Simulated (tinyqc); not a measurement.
Worked calculation: binary melting diagram from solution models of liquid and solid. Computed by tinyqc, a small Python program that keeps every step. Command: `OMP_NUM_THREADS=1 python tinyqc.py 3025979 3025980 out.jsonl melt walk`. One thread of a shared host (Intel(R) Xeon(R) Processor @ 2.30GHz), about 0.01 s of CPU time with the checks. Intermediate numbers are printed to about 5 digits and carried at full precision; extremes and crossings named in words are read from the listed rows.

x is the fraction of B. In a phase with interaction L: mu_A = G_A + R T ln(1 - x) + L x^2, mu_B = G_B + R T ln x + L (1 - x)^2. Melting: G(liquid) - G(solid) = H (1 - T/T_m) for each pure component.

Inputs (values chosen for the exercise, for a model alloy):
```
quantity                value    unit
melting point T_A         990       K
melting point T_B         690       K
heat of melting H_A      21.9  kJ/mol
heat of melting H_B      26.2  kJ/mol
liquid interaction L_L   -9.2  kJ/mol
overall fraction x0      0.32       -
```

Diagram: eutectic with pure solids.

Constants: R = 8.314462618 J/(mol K).

## The two liquidus branches

Liquid against pure solid A: T = (H_A + L_L x^2)/(H_A/T_A - R ln(1 - x)); against pure solid B: T = (H_B + L_L (1 - x)^2)/(H_B/T_B - R ln x). The higher branch is the stable one; a dash marks a branch without a positive root.

Liquidus temperatures (K):
```
x     branch A  branch B  first solid
0.05    970.25    284.63            A
0.15    924.19    363.81            A
0.30    839.96    452.09            A
0.45    739.59    524.93            A
0.60    625.02    585.72            A
0.75    497.07    634.86            B
0.90    350.12    672.07            B
0.97    258.28    685.21            B
```

## Eutectic point by bisection

Halve the interval 0.001 to 0.999 for the crossing, 44 times.

Bisection, first 12 steps:
```
step        x  branch A (K)  branch B (K)
1     0.50000        702.90        546.48
2     0.74950        497.52        634.72
3     0.62475        604.85        594.63
4     0.68712        552.39        615.69
5     0.65594        578.91        605.42
6     0.64034        591.95        600.09
7     0.63255        598.42        597.38
8     0.63645        595.19        598.74
9     0.63450        596.80        598.06
10    0.63352        597.61        597.72
11    0.63303        598.01        597.55
12    0.63328        597.81        597.63
```

eutectic composition x_E = 0.63343

eutectic temperature T_E = 597.68 K

T_E lies 92 K below the lower melting point, and x_E lies on the side of B, the lower-melting component.

## Freezing of the alloy x0

Primary solid forms at the higher branch; just above T_E its mole fraction is (x_E - x0)/x_E for A or (x0 - x_E)/(1 - x_E) for B, and the rest freezes as eutectic, with B making up x_E of it.

liquidus temperature = 827.47 K

fraction of primary solid = 0.49481

freezing range = 229.78 K

The primary solid is A.

## Effect of the liquid interaction

The crossing is found anew for each L_L.

Eutectic point:
```
L_L (kJ/mol)      x_E  T_E (K)
-26.0         0.55024   487.69
-18.0         0.57900   541.22
-8.8          0.63687   600.15
-4.4          0.68356   626.23
0.0           0.75213   649.49
2.0           0.79149   658.57
4.0           0.83369   666.37
```

T_E rises from 488 to 666 K, 6.0 K per kJ/mol on average: attraction in the liquid stabilises it and deepens the eutectic. As attraction grows x_E moves from 0.834 to 0.550, towards 1/2, where mixing gains most.

Checks made by the program: equal chemical potentials at the eutectic (relative difference below 1e-10).
